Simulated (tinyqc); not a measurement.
Ballistic Schottky-barrier transistor with a two-dimensional channel, WKB contacts: one step of the calculation.

Source Fermi level 0, drain Fermi level -Vd. Far from the contacts Ec = pn - psi, and the gate moves psi one to one; the band edges relax as exp(-x/lam) from pn at the source and pn - Vd at the drain; Ev = Ec - Eg. A carrier of energy w inside the channel band meets at a contact a barrier of height D (the contact edge beyond the channel edge): T = 1 for w >= D, else exp(-S), S = 4 lam sqrt(m/C) [sqrt(D - w) - sqrt(w) arctan sqrt((D - w)/w)], C = hbar^2/(2 m0). The two contacts combine as Ts Td/(Ts + Td - Ts Td).

Task. Current of the electrons on a coarse grid. I/W = g (2 q^2/h) int T(w) [N(Es + w) - N(Ed + w)] dw with w the energy of motion along the channel, N(y) = (1/2 pi) sqrt(pi m kB T/C) Fm(-y/kB T), Fm(x) = (1/sqrt(pi)) int_0^infinity u^(-1/2)/(1 + exp(u - x)) du. Electrons: Ds = psi, Dd = psi - Vd, Es = Ec, Ed = Ec + Vd. Holes: Ds = -psi, Dd = Vd - psi, Es = -Ev, Ed = -Ev - Vd. The size of each current is taken; both flow from drain to source and add. Simpson's rule on nE equally spaced w from 0 to wm.

Values chosen for this exercise; channel values close to those of a molybdenum disulphide layer:
- T = 300 K (temperature)
- pn = 0.11 eV (barrier for electrons at both contacts)
- mn = 0.47 m0 (electron mass)
- g = 2 (valleys or subbands)
- lam = 1.8 nm (screening length at the contacts)
- Vd = 0.3 V (drain bias)
- ps = 0.26 V (band shift psi of the channel by the gate)
- wm = 0.44 eV (upper end of the grid)
- nE = 17 (points of the grid)

Constants: q = 1.602176634e-19 C, kB = 1.380649e-23 J/K, hbar = 1.054571817e-34 J s, h = 6.62607015e-34 J s, m0 = 9.1093837015e-31 kg, Vt = kB T/q, hbar^2/(2 m0) = 0.0380998212 eV nm^2. Results are converted to the units shown.

Find: w; Ts; Td; T; size of the supply difference; current.

Result.

```
point   w (eV)         Ts      Td          T  size of the supply difference (1/um)
0      0.00000  2.5117e-6  1.0000  2.5117e-6                                426.30
1      0.02750  9.1607e-4  1.0000  9.1607e-4                                382.41
2      0.05500  0.0069548  1.0000  0.0069548                                331.84
3      0.08250   0.027572  1.0000   0.027572                                272.26
4      0.11000   0.077374  1.0000   0.077374                                202.32
5      0.13750    0.17260  1.0000    0.17260                                127.56
6      0.16500    0.32410  1.0000    0.32410                                64.785
7      0.19250    0.52822  1.0000    0.52822                                27.143
8      0.22000    0.75814  1.0000    0.75814                                10.149
9      0.24750    0.95485  1.0000    0.95485                                3.6083
10     0.27500     1.0000  1.0000     1.0000                                1.2586
11     0.30250     1.0000  1.0000     1.0000                               0.43601
12     0.33000     1.0000  1.0000     1.0000                               0.15068
13     0.35750     1.0000  1.0000     1.0000                              0.052033
14     0.38500     1.0000  1.0000     1.0000                              0.017962
15     0.41250     1.0000  1.0000     1.0000                             0.0062002
16     0.44000     1.0000  1.0000     1.0000                             0.0021401
```

current = 410.19 uA/um

Range of the model: No scattering, image-force lowering, channel charge or band-to-band tunnelling; parabolic kappa overstates S deep in the gap.

tinyqc, about 0.3 s, one thread, Intel Xeon 2.30GHz (shared host): `OMP_NUM_THREADS=1 python tinyqc.py 2390147 2390148 out.jsonl`
